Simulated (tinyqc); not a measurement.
Reflectance at normal incidence against thickness.

Normal incidence on air, film (n1) and substrate (N2 = n2 - i k2): r01 = (1 - n1)/(1 + n1), r12 = (n1 - N2)/(n1 + N2), amplitude (r01 + r12 X)/(1 + r01 r12 X), X = exp(-4 pi i n1 d/lam), R its squared modulus, phase from 0 to 360 degrees.

Values chosen for this exercise:
- lam = 632.8 nm (wavelength)
- n1 = 2.381 (index of the transparent film)
- n2 = 3.882 (index of the substrate)
- k2 = 0.019 (extinction coefficient of the substrate)

Result of one run:
```
d (nm)  R (%)  phase of the reflected amplitude (degrees)
114     30.74                                       194.2
```

What becomes of these results when the film thickness d is changed from 114 to 49 nm, all else the same?

Result of the changed run:
```
d (nm)  R (%)  phase of the reflected amplitude (degrees)
49      10.28                                       148.8
```

The whole series:
```
d (nm)  R (%)  phase of the reflected amplitude (degrees)
0       34.85                                       179.8
16      31.75                                       167.7
32      22.93                                       155.9
49      10.28                                       148.8
65      3.540                                       175.6
81      8.640                                       210.5
98      21.16                                       205.8
114     30.74                                       194.2
130     34.77                                       182.0
```

R goes from 34.9 through a minimum of 3.54 (at d = 65 nm among the rows listed) to 34.8 %. At a quarter wave, d = 66.4 nm, R = 3.50 %; for a transparent substrate it would vanish for n1 = sqrt(n2) = 1.97.

Program tinyqc, `OMP_NUM_THREADS=1 python tinyqc.py 2870126 2870127 out.jsonl`; Intel Xeon 2.30GHz, shared host, one thread, about 0.01 s.
